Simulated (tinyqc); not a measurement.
What moves transparency and gain: optical gain and spontaneous emission in a bulk direct-gap semiconductor.

Parabolic bands, vertical transitions, no excitons. For each hole band j: mr = me mj/(me + mj); joint density of states J_j(E) = (mr/c)^(3/2) sqrt(E - Eg)/(2 pi^2), both spins, c = hbar^2/2m0; averaged matrix element |e.p|^2 = m0 Ep/6; alpha_j(E) = 4 pi^2 alpha_f c Ep J_j/(3 nr E) in 1/angstrom (alpha_f the fine-structure constant, listed as alpha among the constants), times 1e8 for 1/cm.

F_j(eta) = (1/Gamma(j + 1)) integral_0^infinity x^j dx/(1 + exp(x - eta)), which tends to exp(eta) for eta << 0.

Quasi-Fermi levels: n = Nc F_1/2(Fc/kT) and p = Nv F_1/2(Fv/kT), Fc counted up from the conduction edge and Fv down from the valence edge; Nc, Nv from N = 2 (m kB T/(4 pi c))^(3/2) with c = hbar^2/2m0, in 1/angstrom^3; times 1e24 for 1/cm^3, with me and (mhh^(3/2) + mlh^(3/2))^(2/3).

For band j the electron sits at Ee = (E - Eg) mr/me above its edge and the hole at Eh = (E - Eg) mr/mj; fe = 1/(1 + exp((Ee - Fc)/kT)), fh = 1/(1 + exp((Eh - Fv)/kT)); gain g = sum_j alpha_j (fe + fh - 1).

Constants: hbar^2/2m0 = 3.80998211 eV angstrom^2; fine-structure constant alpha = 0.007297352564; kB = 8.617333262e-05 eV/K.

Inputs chosen for the exercise (near those of GaN; the results hold for these values, not for the real material): Eg = 3.379 eV (direct gap); me = 0.2059 m0 (electron mass); mhh = 1.446 m0 (heavy-hole mass); mlh = 0.2873 m0 (light-hole mass); Ep = 17.2 eV (Kane energy); nr = 2.56 (refractive index); T = 350 K; n = 1.6e+19 1/cm^3 (injected density, n = p).

Transparency is Fc + Fv = 0; the peak is the largest g over E at the density n (0 if none). Each row changes one parameter from the base and keeps the others.

Results:

| case | transparency density (1/cm^3) | Fc + Fv (eV) | peak gain (1/cm) |
|---|---|---|---|
| base | 8.12e+18 | 0.0680 | 1294 |
| me = 0.2368 m0 | 9.29e+18 | 0.0519 | 1161 |
| mhh = 0.868 m0 | 6.33e+18 | 0.0911 | 2489 |
| Ep = 18.9 eV | 8.12e+18 | 0.0680 | 1422 |
| T = 390 K | 9.56e+18 | 0.0558 | 890 |
| n = 2.08e+19 1/cm^3 | 8.12e+18 | 0.0996 | 2168 |
| nr = 2.69 | 8.12e+18 | 0.0680 | 1231 |

The largest shifts from the base row, up to three for each result and ties (the steps differ in size, so this ranks the rows, not the parameters). transparency density (1/cm^3): mhh -1.80e+18, T +1.43e+18, me +1.17e+18; unchanged at the printed digits by Ep, n and nr. Fc + Fv (eV): n +0.0317, mhh +0.0231, me -0.0160; unchanged at the printed digits by Ep and nr. peak gain (1/cm): mhh +1195, n +874, T -403.

Computed by tinyqc, a small Python program: `OMP_NUM_THREADS=1 python tinyqc.py 1652669 1652670 out.jsonl` (the numbers bound the seed that draws the inputs); one thread of a shared host (Intel(R) Xeon(R) Processor @ 2.30GHz), about 0.1 s for the whole set of steps.
